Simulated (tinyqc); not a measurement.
Keating valence-force model of a tetrahedral crystal: one step, computed by the program tinyqc. Command: `OMP_NUM_THREADS=1 python tinyqc.py 3027585 3027586 out.jsonl keating walk`. One thread of a shared host (Intel(R) Xeon(R) Processor @ 2.30GHz), about 0.02 s of CPU time with the checks.

Atom A sits at 0 and atom B at a/4 (1,1,1) of an fcc lattice; the four bonds from A are t = a/4 (1,1,1), a/4 (1,-1,-1), a/4 (-1,1,-1), a/4 (-1,-1,1), of length d = sqrt(3) a/4. Energy: E = (3 alpha/(8 d^2)) sum over bonds (r.r - d^2)^2 + (3 beta/(8 d^2)) sum over pairs of bonds at one atom (r_i.r_j + d^2/3)^2; both atoms have the mass M. The cell holds two atoms, Omega = a^3/4. 1 N/m = 1 J/m^2. With constants fitted to the elastic moduli this model puts optical and zone-boundary frequencies of real crystals too high, by up to about 20 % in elemental crystals and up to about 50 % in compounds, and mostly by more for TA modes; in compounds the lattice part of the static dielectric constant then comes out too low.

Question. Elastic constants and internal strain. C11 = (alpha + 3 beta)/a, C12 = (alpha - beta)/a, C44 = 4 alpha beta/(a (alpha + beta)); with the two sublattices clamped C44(0) = (alpha + beta)/a; internal-strain parameter zeta = (alpha - beta)/(alpha + beta); B = (C11 + 2 C12)/3.

Inputs (values chosen for the exercise, modelled on silicon): lattice constant a = 5.431 angstrom; bond stretching alpha = 49.2 N/m; bond bending beta = 13 N/m.

Structure: diamond.

Give: C11; C12; C44; clamped C44(0); internal-strain parameter zeta; bulk modulus B.

Answer.

C11 = 162.4 GPa

C12 = 66.65 GPa

C44 = 75.74 GPa

clamped C44(0) = 114.5 GPa

internal-strain parameter zeta = 0.5820

bulk modulus B = 98.57 GPa

Letting the sublattices shift lowers C44 by 34 %, which is zeta^2. A shear is shared between bond lengths and angles. The model fixes 2 C44 (C11 + C12)/((C11 - C12)(C11 + 3 C12)) = 1.000 whatever alpha and beta are.
